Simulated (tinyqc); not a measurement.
Gated graphene, quantum capacitance: two steps of the calculation.

phi is the Fermi level above the Dirac point, in volts; Vg is counted from the gate voltage of charge neutrality. Ideal linear bands, no charge puddles.

Values chosen for this exercise; values close to those of graphene:
```
symbol,value,unit,meaning
T,300,K,temperature
vF,1.13e6,m/s,Fermi velocity
Dit,0,cm^-2 eV^-1,density of traps
Vg,1.44,V,gate voltage
```

Constants: q = 1.602176634e-19 C, kB = 1.380649e-23 J/K, hbar = 1.054571817e-34 J s, Vt = kB T/q. Results are converted to the units shown.

Question 1. New phi. N0 = (2/pi)(kB T/(hbar vF))^2; n = N0 F1(phi/Vt), p = N0 F1(-phi/Vt), F1(e) = int_0^infinity u du/(1 + exp(u - e)) = -Li2(-exp(e)); Cq = q d(n - p)/dphi = (q N0/Vt) ln[2 (1 + cosh(phi/Vt))]. Newton: f = phi + q (n - p + Dit phi)/Cox - Vg, phi(new) = phi - f/(1 + (Cq + q Dit)/Cox).

phi after iteration 1 = 1.0054503 V
Cox = 1.5696060 uF/cm^2

Give: n; p; Cq; f; phi after iteration 2.

Answer 1.

n = 5.829e13 cm^-2
p = 9.889e-7 cm^-2
Cq = 18.54 uF/cm^2
f = 5.516 V
phi after iteration 2 = 0.5749 V

Question 2. Charge and capacitances at the solution. 1/C_G = 1/Cox + 1/(Cq + q Dit); dphi/dVg = Cox/(Cox + Cq + q Dit).

converged phi = 0.41509514 V
Cox = 1.5696060 uF/cm^2

Wanted: n - p; Cq; C_G; dphi/dVg.

Answer 2.

n - p = 1.004e13 cm^-2
Cq = 7.653 uF/cm^2
C_G = 1.302 uF/cm^2
dphi/dVg = 0.1702

Cq is 4.88 times Cox, so C_G is 83.0 % of Cox; 28.8 % of the gate voltage has gone into phi.

Computed by the program tinyqc: `OMP_NUM_THREADS=1 python tinyqc.py 2200123 2200124 out.jsonl`, one thread of a shared Intel Xeon 2.30GHz, about 0.01 s for the whole run.
